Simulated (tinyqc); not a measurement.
# Worked calculation: crystallisation kinetics and data retention of a phase-change cell

tinyqc, about 0.04 s, one thread, Intel Xeon 2.30GHz (shared host): `OMP_NUM_THREADS=1 python tinyqc.py 2490036 2490037 out.jsonl` Printed values are rounded.

Johnson-Mehl-Avrami-Kolmogorov law X = 1 - exp(-y^n), y = integral of k dt, k = (1/100 s) exp[-(Ec q/kB)(1/T - 1/T1)].

Parameters, values chosen for the exercise; values of the order of Ge-Sb-Te and related chalcogenides:
- Ec = 3.13 eV (activation energy of crystallisation)
- T1 = 468 K (temperature at which the rate k is 1/(100 s))
- n = 4 (Avrami exponent)
- Xf = 0.2 (crystalline share at which the state is lost)
- T = 369 K (storage temperature)
- b = 1 K/min (heating rate)
- Ta = 425 K (start of the ramp table)
- dT = 5 K (step of the table)
- m = 10 (steps)

Constants: q = 1.602176634e-19 C, kB = 1.380649e-23 J/K. Results are converted to the units shown.

Range of the model: One Arrhenius rate is assumed; incubation, growth from the boundary and the non-Arrhenius kinetics of the supercooled liquid are left out.

## Retention

At fixed T the state fails at t = (-ln(1 - Xf))^(1/n)/k; ten years are 3.15576e8 s.

k = 9.054632e-12 1/s
y at failure = 0.6872996
time to fail = 7.590585e10 s
the same in years = 2405.311
temperature for ten years = 390.7660 K

The cell meets ten years at 369 K.

## A heating ramp

T rises at the rate b. Start with y = k (kB Ta^2/(q Ec))/b, the integral from cold to Ta to leading order; over each step k is taken as exponential in T, so y gains (dT/b)(k2 - k1)/ln(k2/k1). dX/dt = n y^(n - 1) k exp(-y^n), listed as 0 once y^n exceeds 23.

T, point 0 to 10 (K): [425, 430, 435, 440, 445, 450, 455, 460, 465, 470, 475]
k, point 0 to 10 (1/s): [3.887987e-6, 1.050296e-5, 2.773175e-5, 7.162414e-5, 1.810845e-4, 4.484888e-4, 0.001088843, 0.002593015, 0.006060948, 0.01391332, 0.03138507]
y, point 0 to 10: [0.001160065, 0.003157007, 0.008480445, 0.02235794, 0.05776170, 0.1462164, 0.3627993, 0.8828509, 2.108204, 4.943062, 11.38635]
X, point 0 to 10: [1.811047e-12, 9.933498e-11, 5.172192e-9, 2.498774e-7, 1.113160e-5, 4.569669e-4, 0.01717550, 0.4552915, 1.000000, 1, 1]
dX/dt, point 0 to 10 (1/s): [2.427907e-14, 1.321899e-12, 6.765396e-11, 3.201950e-9, 1.395907e-7, 5.605329e-6, 2.044094e-4, 0.003887687, 5.989235e-10, 0, 0]

Among the points the rate is largest at 460 K, where X = 0.455; the exact peak lies at 460.7 K.
